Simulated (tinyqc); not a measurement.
Comparisons within one model: optical gain and spontaneous emission in a bulk direct-gap semiconductor. A value that a table varies takes the place of the one given here.

Parabolic bands, vertical transitions, no excitons. For each hole band j: mr = me mj/(me + mj); joint density of states J_j(E) = (mr/c)^(3/2) sqrt(E - Eg)/(2 pi^2), both spins, c = hbar^2/2m0; averaged matrix element |e.p|^2 = m0 Ep/6; alpha_j(E) = 4 pi^2 alpha_f c Ep J_j/(3 nr E) in 1/angstrom (alpha_f the fine-structure constant, listed as alpha among the constants), times 1e8 for 1/cm.

F_j(eta) = (1/Gamma(j + 1)) integral_0^infinity x^j dx/(1 + exp(x - eta)), which tends to exp(eta) for eta << 0.

Quasi-Fermi levels: n = Nc F_1/2(Fc/kT) and p = Nv F_1/2(Fv/kT), Fc counted up from the conduction edge and Fv down from the valence edge; Nc, Nv from N = 2 (m kB T/(4 pi c))^(3/2) with c = hbar^2/2m0, in 1/angstrom^3; times 1e24 for 1/cm^3, with me and (mhh^(3/2) + mlh^(3/2))^(2/3).

For band j the electron sits at Ee = (E - Eg) mr/me above its edge and the hole at Eh = (E - Eg) mr/mj; fe = 1/(1 + exp((Ee - Fc)/kT)), fh = 1/(1 + exp((Eh - Fv)/kT)); gain g = sum_j alpha_j (fe + fh - 1).

Spontaneous rate: R = integral of (nr E/(hbar c))^2/(pi^2 hbar) sum_j alpha_j fe fh dE, with alpha in 1/cm and (nr E/(hbar c))^2 in 1/cm^2 (1e16 per 1/angstrom^2); B = R/(n p); lifetime n/R.

Constants: hbar^2/2m0 = 3.80998211 eV angstrom^2; fine-structure constant alpha = 0.007297352564; kB = 8.617333262e-05 eV/K; hbar = 6.58211957e-16 eV s; hbar c = 1973.269805 eV angstrom.

Parameters, chosen for this exercise (near those of InP; shifted at random, so the results belong to these values and not to a real crystal):

| symbol | value | unit | meaning |
|---|---|---|---|
| Eg | 1.316 | eV | direct gap |
| me | 0.0821 | m0 | electron mass |
| mhh | 0.599 | m0 | heavy-hole mass |
| mlh | 0.0846 | m0 | light-hole mass |
| Ep | 21.3 | eV | Kane energy |
| nr | 3.38 |  | refractive index |
| T | 250 | K |  |
| n | 3e+18 | 1/cm^3 | injected density, n = p |

## Peak gain against injection

The peak is the largest g over E; a dash marks no gain.

Gain:

| n (1/cm^3) | Fc (eV) | Fv (eV) | peak gain (1/cm) | peak E - Eg (eV) | B (cm^3/s) |
|---|---|---|---|---|---|
| 6.2e+17 | 0.0173 | -0.0579 | - | - | 1.58e-10 |
| 1.0e+18 | 0.0337 | -0.0473 | - | - | 1.48e-10 |
| 1.4e+18 | 0.0473 | -0.0397 | 42 | 0.0026 | 1.40e-10 |
| 1.7e+18 | 0.0561 | -0.0353 | 184 | 0.0075 | 1.34e-10 |
| 2.2e+18 | 0.0693 | -0.0293 | 465 | 0.0152 | 1.25e-10 |
| 2.9e+18 | 0.0856 | -0.0228 | 862 | 0.0250 | 1.15e-10 |
| 3.7e+18 | 0.1024 | -0.0169 | 1284 | 0.0351 | 1.06e-10 |
| 5.0e+18 | 0.1268 | -0.0094 | 1890 | 0.0494 | 9.46e-11 |

transparency density (Fc + Fv = 0) = 1.25e+18 1/cm^3

Gain starts at 1.25e+18 1/cm^3, where Fc = -Fv = 0.0423 eV: with Nv/Nc = 21 the electrons must be degenerate before the holes are. The slope of peak gain against n is 4.74e-16 cm^2 between the first two rows with gain and 4.66e-16 between the last two; the peak moves from 0.0026 to 0.0494 eV above the gap as the bands fill, and B falls by a factor 1.67. Line broadening and gap shrinkage are left out.

## Gain spectrum

At the density n.

Spectrum:

| E - Eg (eV) | alpha, empty (1/cm) | fe, heavy | fh, heavy | g (1/cm) |
|---|---|---|---|---|
| 0.005 | 2346 | 0.980 | 0.260 | 551 |
| 0.010 | 3306 | 0.975 | 0.254 | 730 |
| 0.020 | 4640 | 0.963 | 0.244 | 892 |
| 0.030 | 5640 | 0.945 | 0.234 | 909 |
| 0.045 | 6832 | 0.904 | 0.219 | 723 |
| 0.060 | 7803 | 0.836 | 0.205 | 265 |
| 0.080 | 8881 | 0.692 | 0.187 | -867 |
| 0.100 | 9789 | 0.499 | 0.171 | -2596 |
| 0.130 | 10929 | 0.226 | 0.148 | -5579 |
| 0.170 | 12161 | 0.054 | 0.122 | -8724 |
| 0.220 | 13384 | 0.007 | 0.095 | -11406 |

Fc + Fv = 0.0659 eV

g is positive below E - Eg = 0.0659 eV; the largest value listed is 909 1/cm at 0.030 eV. At 0.220 eV above the gap g is -0.85 times the absorption of the empty crystal, whose limit is -1.

## Transparency density and B against temperature

Eg is held fixed; B is taken at n = 1e15 1/cm^3.

Results:

| T (K) | transparency density (1/cm^3) | Fc/kT there | B (cm^3/s) |
|---|---|---|---|
| 100 | 3.15e+17 | 1.965 | 6.96e-10 |
| 150 | 5.79e+17 | 1.965 | 3.81e-10 |
| 200 | 8.91e+17 | 1.965 | 2.48e-10 |
| 250 | 1.25e+18 | 1.965 | 1.79e-10 |
| 300 | 1.64e+18 | 1.965 | 1.37e-10 |
| 350 | 2.06e+18 | 1.965 | 1.09e-10 |
| 400 | 2.52e+18 | 1.965 | 8.96e-11 |
| 500 | 3.52e+18 | 1.965 | 6.47e-11 |

Fc/kT at transparency stays at 1.965, since it depends on Nv/Nc alone, so the density goes as T^1.50. B goes as T^-1.48, against T^-1.5 for non-degenerate carriers: hot carriers spread over k and fewer pairs share a wave vector.

## What moves transparency and gain

Transparency is Fc + Fv = 0; the peak is the largest g over E at the density n (0 if none). Each row changes one parameter from the base and keeps the others.

Results:

| case | transparency density (1/cm^3) | Fc + Fv (eV) | peak gain (1/cm) |
|---|---|---|---|
| base | 1.25e+18 | 0.0659 | 917 |
| me = 0.0944 m0 | 1.42e+18 | 0.0530 | 897 |
| mhh = 0.359 m0 | 9.58e+17 | 0.0837 | 1634 |
| Ep = 23.4 eV | 1.25e+18 | 0.0659 | 1007 |
| T = 290 K | 1.56e+18 | 0.0545 | 624 |
| n = 3.9e+18 1/cm^3 | 1.25e+18 | 0.0907 | 1383 |
| nr = 3.55 | 1.25e+18 | 0.0659 | 873 |

The largest shifts from the base row, up to three for each result and ties (the steps differ in size, so this ranks the rows, not the parameters). transparency density (1/cm^3): T +3.11e+17, mhh -2.88e+17, me +1.79e+17; unchanged at the printed digits by Ep, n and nr. Fc + Fv (eV): n +0.0249, mhh +0.0178, me -0.0129; unchanged at the printed digits by Ep and nr. peak gain (1/cm): mhh +717, n +467, T -292.

Run: tinyqc, `OMP_NUM_THREADS=1 python tinyqc.py 1682223 1682224 out.jsonl`; Intel(R) Xeon(R) Processor @ 2.30GHz, one thread, shared host; about 0.08 s of CPU time with all checks.
